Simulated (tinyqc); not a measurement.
CIS on RHF in the sto-6g basis, frozen core, for BeH2, spin multiplicity 1, step by step. One step of it, computed by the program tinyqc.

Question. CIS matrix, triplets. A(ia,jb) = (e_a - e_i) d_ij d_ab - (ij|ab).

orbital energies (hartree): MO1 -4.589044, MO2 -0.462532, MO3 -0.425990, MO4 0.202253, MO5 0.207978, MO6 0.484471, MO7 0.947249

Two-electron integrals over orbitals (pq|rs), unique and non-zero (hartree); the lowest 1 orbital is frozen and left out:
```
(22|22) 0.402010    (32|32) 0.165243    (33|22) 0.414847    (33|33) 0.437446
(42|22) 0.011743    (42|33) 0.010725    (42|42) 0.048762    (43|32) 0.011007
(43|43) 0.015993    (44|22) 0.367353    (44|33) 0.357248    (44|42) -0.023782
(44|44) 0.454480    (52|52) 0.049014    (53|53) 0.014796    (54|52) -0.008901
(54|54) 0.025747    (55|22) 0.370012    (55|33) 0.358249    (55|42) -0.006966
(55|44) 0.400983    (55|55) 0.450117    (62|22) -0.024053   (62|33) -0.046707
(62|42) -0.002517   (62|44) 0.046812    (62|55) 0.051388    (62|62) 0.077910
(63|32) -0.093969   (63|43) -0.008965   (63|63) 0.081572    (64|22) 0.004389
(64|33) -0.001794   (64|42) 0.041052    (64|44) -0.006208   (64|55) 0.004898
(64|62) 0.018584    (64|64) 0.045233    (65|52) 0.046690    (65|54) -0.006361
(65|65) 0.050322    (66|22) 0.403146    (66|33) 0.411803    (66|42) 0.025142
(66|44) 0.364192    (66|55) 0.371422    (66|62) -0.028779   (66|64) 0.015994
(66|66) 0.423801    (72|32) -0.046300   (72|43) -0.011319   (72|63) 0.060801
(72|72) 0.057453    (73|22) -0.008679   (73|33) -0.022535   (73|42) -0.016535
(73|44) 0.058286    (73|55) 0.057679    (73|62) 0.071286    (73|64) 0.005980
(73|66) -0.027235   (73|73) 0.082791    (74|32) -0.027997   (74|43) 0.012151
(74|63) 0.015880    (74|72) 0.003904    (74|74) 0.021842    (75|53) 0.013699
(75|75) 0.016343    (76|32) 0.140283    (76|43) 0.012406    (76|63) -0.092668
(76|72) -0.056813   (76|74) -0.023620   (76|76) 0.135571    (77|22) 0.429893
(77|33) 0.448845    (77|42) 0.001884    (77|44) 0.393533    (77|55) 0.391484
(77|62) -0.037440   (77|64) -0.007426   (77|66) 0.437183    (77|73) -0.012409
(77|77) 0.490237
```

Give: CIS matrix A, triplet.

Answer.

CIS matrix A, triplet (hartree), lower triangle:
```
        2>4    2>5     2>6     2>7    3>4    3>5    3>6    3>7
2>4   0.297
2>5   0.000  0.300
2>6  -0.004  0.000   0.544
2>7   0.000  0.000   0.000   0.980
3>4   0.000  0.000   0.000   0.028  0.271
3>5   0.000  0.000   0.000   0.000  0.000  0.276
3>6   0.000  0.000   0.000  -0.140  0.002  0.000  0.499
3>7   0.028  0.000  -0.140   0.000  0.000  0.000  0.000  0.924
```
